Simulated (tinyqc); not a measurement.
Bias-temperature instability from a Gaussian distribution of capture and emission barriers: one step, computed by the program tinyqc.

Each trap has a capture time tau_0 exp(E_c/(k_B T)) under stress and an emission time tau_0 exp(E_e/(k_B T)) after it. E_c is Gaussian, and E_e = E_c + d with d Gaussian and independent. A trap counts as filled once t_s exceeds its capture time and as emptied once t_r exceeds its emission time.

Question. Stress. Demarcation energies E_s = k_B T ln(t_s/tau_0), E_r = k_B T ln(t_r/tau_0); mean barrier mu = mu_c - k_F F; z = (E_s - mu)/sigma_c; Phi is the standard normal distribution. Temperatures in kelvin are T(C) + 273.15. Shift without recovery dV0 = V_max Phi(z); local time exponent n = d ln dV0/d ln t_s = (k_B T/sigma_c) exp(-z^2/2)/(sqrt(2 pi) Phi(z)); apparent activation energy n E_s.

Inputs (values chosen for the exercise, for a model p-channel transistor):
```
quantity                                 value        unit
shift with all traps filled V_max          220          mV
mean capture barrier at zero field mu_c   1.91          eV
spread of capture barriers sigma_c        0.26          eV
lowering of mu_c per field k_F           0.061  eV/(MV/cm)
oxide field F                              6.9       MV/cm
time constant tau_0                      1e-09           s
temperature T                              105           C
stress time t_s                          10000           s
```

Constants: k_B = 8.617333262e-05 eV/K.

Give: E_s; mean barrier mu; z; shift without recovery dV0; time exponent n; apparent activation energy.

Answer.

E_s = 0.9754 eV

mean barrier mu = 1.4891 eV

z = -1.976

shift without recovery dV0 = 5.301 mV

time exponent n = 0.2947

apparent activation energy = 0.2875 eV

The stress has filled 2.4 % of the traps. The apparent energy 0.287 eV is only the share n of the barriers near 0.98 eV that are being crossed.
